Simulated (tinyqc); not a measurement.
Ballistic transport through the one-dimensional subbands of a rectangular nanowire or nanosheet channel. Inputs raised by 2 %, one at a time. Computed by tinyqc, a small Python program. Command: `OMP_NUM_THREADS=1 python tinyqc.py 3029351 3029352 out.jsonl wire sens`. One thread of a shared host (Intel(R) Xeon(R) Processor @ 2.30GHz), about 0.06 s of CPU time with the checks.

Hard walls, parabolic subbands, transport along x. Energies are counted from the bulk conduction band edge at the top of the barrier, which the gate pulls down by U; the source Fermi level lies at the bulk edge when U = 0.

Inputs (values chosen for the exercise, modelled on silicon):

| quantity | value | unit |
|---|---|---|
| light mass m_t | 0.19 | m_0 |
| heavy mass m_l | 0.909 | m_0 |
| height a | 4.7 | nm |
| width b | 6.4 | nm |
| equivalent oxide thickness t | 1.5 | nm |
| gate voltage above flat band V_G | 0.97 | V |
| drain voltage V_D | 0.77 | V |
| temperature T | 150 | K |
| mean free path for back-scattering lambda | 53 | nm |
| channel length L | 23 | nm |

Valleys: silicon [100] wire.

Constants: hbar^2/(2 m_0) = 3.80998212 eV angstrom^2; k_B = 8.617333262e-05 eV/K; m_0 = 9.1093837015e-31 kg; k_B = 1.380649e-23 J/K; hbar = 1.054571817e-34 J s; eps_0 = 8.8541878128e-12 F/m; e = 1.602176634e-19 C; h = 6.62607015e-34 J s.

Method:
- E_pq = (hbar^2 pi^2/2)(p^2/(m_y b^2) + q^2/(m_z a^2)); valley pairs: (m_x, m_y, m_z) = (m_t, m_t, m_l), (m_t, m_l, m_t), (m_l, m_t, m_t), each with degeneracy g = 2; the 10 lowest subbands are kept.
- F_j(eta) = (1/Gamma(j + 1)) int_0^infinity x^j/(1 + exp(x - eta)) dx, F_0 = ln(1 + exp(eta)). Integrals over x = E/(k_B T) use 160 Gauss-Legendre points in u = sqrt(x) from 0 to sqrt(max(eta, 0) + 32).
- With degeneracy g = 2, eta_i = (U - E_i)/(k_B T) and u = e V_D/(k_B T): line density n = sum_i g sqrt(2 m_x k_B T/pi)/(2 hbar) [F_-1/2(eta_i) + F_-1/2(eta_i - u)]; gate: e n = C_ox (V_G - U/e), C_ox = 3.9 eps_0 2 (a + b)/t (flat-plate estimate); I = (2 e k_B T/h) sum_i g [F_0(eta_i) - F_0(eta_i - u)].
- Linear conductance G = (2 e^2/h) sum_i g f(eta_i), g = 2, f = 1/(1 + exp(-eta_i)), with the barrier frozen at the eta_i above; current per perimeter I/(2(a + b)); with scattering, transmission lambda/(lambda + L) and low-bias resistance (1 + L/lambda)/G.

Runs:

| input moved | from | to | ballistic current I (microampere) | mean velocity I/(e n) (1e7 cm/s) | ballistic conductance (microsiemens) | low-bias resistance with scattering (kiloohm) |
|---|---|---|---|---|---|---|
| base run | - | - | 63.963 | 1.6052 | 918.99 | 1.5604 |
| light mass m_t (m_0) | 0.19 | 0.1938 | 63.335 | 1.5846 | 917.97 | 1.5621 |
| height a (nm) | 4.7 | 4.794 | 64.708 | 1.6059 | 927.11 | 1.5467 |
| width b (nm) | 6.4 | 6.528 | 64.659 | 1.6017 | 938.45 | 1.5280 |
| equivalent oxide thickness t (nm) | 1.5 | 1.53 | 62.416 | 1.5942 | 909.06 | 1.5774 |
| drain voltage V_D (V) | 0.77 | 0.7854 | 63.963 | 1.6052 | 918.99 | 1.5604 |
| temperature T (K) | 150 | 153 | 64.013 | 1.6064 | 919.42 | 1.5596 |
| mean free path for back-scattering lambda (nm) | 53 | 54.06 | 63.963 | 1.6052 | 918.99 | 1.5511 |

Exponents ln(y'/y) / ln(x'/x):

| input | ballistic current I | mean velocity I/(e n) | ballistic conductance | low-bias resistance with scattering |
|---|---|---|---|---|
| light mass m_t | -0.498 | -0.651 | -0.057 | 0.057 |
| height a | 0.585 | 0.023 | 0.444 | -0.444 |
| width b | 0.547 | -0.110 | 1.058 | -1.058 |
| equivalent oxide thickness t | -1.236 | -0.345 | -0.549 | 0.549 |
| drain voltage V_D | 0.000 | 0.000 | 0.000 | 0.000 |
| temperature T | 0.040 | 0.039 | 0.023 | -0.023 |
| mean free path for back-scattering lambda | 0.000 | 0.000 | 0.000 | -0.301 |

Which inputs matter most for each result?

Among the inputs moved here: ballistic current I answers most in size to equivalent oxide thickness t (exponent -1.236), next to height a (+0.585); its exponent is below 0.0005 for drain voltage V_D, mean free path for back-scattering lambda. Its exponent 0.000 in drain voltage V_D: drain injection is shut off. Mean velocity I/(e n) answers most in size to light mass m_t (exponent -0.651), next to equivalent oxide thickness t (-0.345); its exponent is below 0.0005 for drain voltage V_D, mean free path for back-scattering lambda. Ballistic conductance answers most in size to width b (exponent +1.058), next to equivalent oxide thickness t (-0.549); its exponent is below 0.0005 for drain voltage V_D, mean free path for back-scattering lambda. Low-bias resistance with scattering answers most in size to width b (exponent -1.058), next to equivalent oxide thickness t (+0.549); its exponent is below 0.0005 for drain voltage V_D.
